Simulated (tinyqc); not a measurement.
Inside a calculation. Model: charge-trap memory cell.

tinyqc, about 0.05 s, one thread, Intel Xeon 2.30GHz (shared host): `OMP_NUM_THREADS=1 python tinyqc.py 2130061 2130062 out.jsonl` Printed values are rounded.

Channel, tunnel oxide, storage layer, blocking layer, gate. N electrons per area sit in a sheet at the centroid and shift the threshold by U = (q/eps0) N (tb/eb + xc tn/en). EOT = t1 + 3.9 (tn/en + tb/eb); tunnel field F = (Vg - U)/EOT; dN/dt = eta (J/q)(1 - N/Nm). Fowler-Nordheim: J = A F^2 exp(-B/F), A = q^2/(16 pi^2 hbar mo phi) (times 1e14 for A/cm^2 with F in V/nm, emitter mass m0), B = (4/3) sqrt(mo/C) phi^1.5, C = hbar^2/(2 m0).

Parameters, values chosen for the exercise; oxide values close to those of silicon dioxide, storage layer close to silicon nitride, blocking layer close to silicon dioxide:
```
symbol,value,unit,meaning
phi,3.13,eV,tunnel barrier
mo,0.41,m0,tunnelling mass
t1,5.3,nm,tunnel oxide (permittivity 3.9)
tn,4.9,nm,storage layer
en,7.5,,its relative permittivity
tb,7.9,nm,blocking layer
eb,3.9,,its relative permittivity
xc,0.56,,"charge centroid, share of tn counted from the blocking side"
eta,0.62,,capture efficiency of an empty layer
Nm,2.1e13,cm^-2,trap density
Vg,16.6,V,gate voltage less flat band and surface potential
d0,7.7e-6,s,first time step
gr,1.6,,growth of the step
n,9,,steps
```

Constants: q = 1.602176634e-19 C, hbar = 1.054571817e-34 J s, m0 = 9.1093837015e-31 kg, eps0 = 8.8541878128e-14 F/cm where lengths are in cm, hbar^2/(2 m0) = 0.0380998212 eV nm^2. Results are converted to the units shown.

Range of the model: The Fowler-Nordheim form needs F t1 above phi; trap-assisted paths and leakage through the blocking layer are left out.

## Constants of the stack

EOT, the shift for 1e12 electrons per cm^2, the shift with all traps full, and the starting field, current and rate.

EOT = 15.74800 nm
shift for 1e12 cm^-2 = 0.4327464 V
shift with all traps full = 9.087674 V
F(0) = 1.054102 V/nm
J(0) = 0.01400732 A/cm^2
dN/dt at the start = 5.420461e16 cm^-2 s^-1

## Midpoint steps of growing length

N(half) = N + (d/2) r(N), N(new) = N + d r(N(half)), r = dN/dt; the step starts at d0 and is multiplied by gr each time. Field in the blocking layer (3.9 F + q N/eps0)/eb.

```
step        t (s)    N (cm^-2)     U (V)  F (V/nm)  blocking field (V/nm)
0               0            0  0.000000  1.054102               1.054102
1          7.7e-6  3.604671e11  0.155991  1.044197               1.060922
2        2.002e-5  7.907151e11  0.342179  1.032374               1.069061
3     3.973200e-5  1.277348e12  0.552768  1.019001               1.078267
4     7.127120e-5  1.803862e12  0.780615  1.004533               1.088228
5     1.217339e-4  2.354622e12  1.018954  0.989398               1.098648
6     2.024743e-4  2.916933e12  1.262292  0.973946               1.109286
7     3.316588e-4  3.481425e12  1.506574  0.958434               1.119965
8     5.383541e-4  4.041615e12  1.748994  0.943041               1.130563
9     8.690666e-4  4.593229e12  1.987703  0.927883               1.140998
```

A converged integration gives U = 2.027 V at the last time; the steps are 1.9 % below that. The tunnel field falls by 12.0 % while the blocking field rises by 8.24 %.
